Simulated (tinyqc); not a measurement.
# Depletion-mode phase shifter in a rib waveguide and its Mach-Zehnder modulator: what changes with what

A lateral p-n junction at x0 in a waveguide whose mode intensity is a Gaussian of rms width s about x = 0; p side at smaller x. Reverse bias removes carriers and raises the index. Abrupt junction, doping uniform over the whole mode, lumped electrode (no travelling-wave effects).

Parameters, values chosen for the exercise; values close to those of silicon near 1550 nm:

| symbol | value | unit | meaning |
|---|---|---|---|
| lam | 1565 | nm | wavelength |
| eps_r | 11.7 |  | relative permittivity of the semiconductor |
| Na | 2.3e17 | cm^-3 | acceptor density |
| Nd | 7.1e17 | cm^-3 | donor density |
| Vb | 0.93 | V | built-in voltage |
| s | 130 | nm | rms width of the lateral mode intensity |
| x0 | 30 | nm | junction offset towards the n side |
| G | 0.77 |  | vertical confinement times ng/n |
| hr | 220 | nm | rib height |
| Cf | 52 | pF/m | fringe capacitance |
| Rs | 14.9 | ohm mm | series resistance |
| V | 1 | V | reverse bias |
| a0 | 1.7 | dB/cm | passive loss |

Constants: q = 1.602176634e-19 C, eps0 = 8.8541878128e-14 F/cm where lengths are in cm. Results are converted to the units shown.

Each table varies one quantity; the others keep the values above.

## Effect of the donor density

Free-carrier changes (empirical, N and P in cm^-3): |dn| = 8.5e-18 P^0.8 for holes, 8.8e-22 N for electrons; absorption 6e-18 P and 8.5e-18 N in 1/cm. W = sqrt(2 eps0 eps_r (Vb + V)(1/Na + 1/Nd)/q); edges xp = x0 - W Nd/(Na + Nd), xn = x0 + W Na/(Na + Nd); F(x) = [1 + erf(x/(sqrt(2) s))]/2. dneff = G {dn_h [F(xp(0)) - F(xp(V))] + dn_e [F(xn(V)) - F(xn(0))]}; VpiL = lam V/(2 dneff); loss = a0 + 4.343 G {a_h F(xp) + a_e [1 - F(xn)]} dB/cm at V; C = eps0 eps_r hr/W + Cf; fRC = 1/(2 pi Rs C).

Effect of the donor density:
```
Nd (cm^-3)     dneff  VpiL (V cm)  loss (dB/cm)  VpiL x loss (V dB)  C (pF/m)  fRC (GHz)
5e16        2.288e-5        3.420         3.862               13.21     144.5      73.94
9.4e16      3.082e-5        2.539         3.905               9.915     169.8      62.89
1.7e17      3.862e-5        2.026         4.320               8.752     194.6      54.88
3.3e17      4.626e-5        1.692         5.707               9.654     219.9      48.56
6.1e17      5.146e-5        1.520         8.624               13.11     238.4      44.80
1.1e18      5.478e-5        1.429         14.10               20.14     251.0      42.56
2.1e18      5.697e-5        1.374         25.56               35.11     259.7      41.13
4e18        5.819e-5        1.345         47.55               63.94     264.8      40.35
```

Read the table: what changes, and by how much?

As Nd goes from 5e16 to 4e18 cm^-3, VpiL falls from 3.42 to 1.34 V cm, the loss rises from 3.86 to 47.6 dB/cm, their product goes from 13.2 through a minimum of 8.75 (at Nd = 1.7e17 cm^-3 among the rows listed) to 63.9 V dB and fRC falls from 73.9 to 40.3 GHz. Rs is held fixed, though in a real device it falls with doping.

## Effect of the junction offset towards the n side

Same model as above.

The same in every row: C (pF/m) = 242.1; fRC (GHz) = 44.11.

Results:
```
x0 (nm)     dneff  VpiL (V cm)  loss (dB/cm)  VpiL x loss (V dB)
-150     1.779e-5        4.398         18.47               81.21
-60      3.757e-5        2.083         14.24               29.66
-15      4.678e-5        1.673         11.87               19.85
30       5.246e-5        1.492         9.720               14.50
75       5.288e-5        1.480         8.049               11.91
120      4.783e-5        1.636         6.951               11.37
165      3.875e-5        2.019         6.369               12.86
```

Estimate the missing row, x0 = -105 nm.

Computed row:
```
x0 (nm)     dneff  VpiL (V cm)  loss (dB/cm)  VpiL x loss (V dB)
-105     2.721e-5        2.876         16.53               47.54
```

With this row back in the table: As x0 goes from -150 to 165 nm, VpiL goes from 4.40 through a minimum of 1.48 (at x0 = 75 nm among the rows listed) to 2.02 V cm, the loss falls from 18.5 to 6.37 dB/cm, their product goes from 81.2 through a minimum of 11.4 (at x0 = 120 nm among the rows listed) to 12.9 V dB and fRC stays at 44.1 GHz. In the row of smallest VpiL the p-side edge moves from 12.2 to -15.5 nm and the n-side edge from 95.4 to 104 nm, against s = 130 nm.

tinyqc, about 0.01 s, one thread, Intel Xeon 2.30GHz (shared host): `OMP_NUM_THREADS=1 python tinyqc.py 2650044 2650045 out.jsonl`
